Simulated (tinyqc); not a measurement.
## Gate sheet resistance from two finger widths

Problem. At low frequency R = Rsh Wf/(3 L) + B/Wf, where B collects the channel and vertical terms. Find Rsh, B and the width of lowest R.

Inputs (values chosen for the exercise):
- L = 1.1 um (channel length)

input resistance of single fingers, contacted at one end, of width 1.8 and 6.5 um (ohm): 157.09091  67.144522

Solution. R Wf is a straight line in Wf^2; the minimum of R lies where both terms are equal.

Rsh = 13.00 ohm/square
B = 270.0 ohm um
width of lowest R = 8.279 um

Program tinyqc, `OMP_NUM_THREADS=1 python tinyqc.py 2262156 2262157 out.jsonl`; Intel Xeon 2.30GHz, shared host, one thread, about 0.01 s.
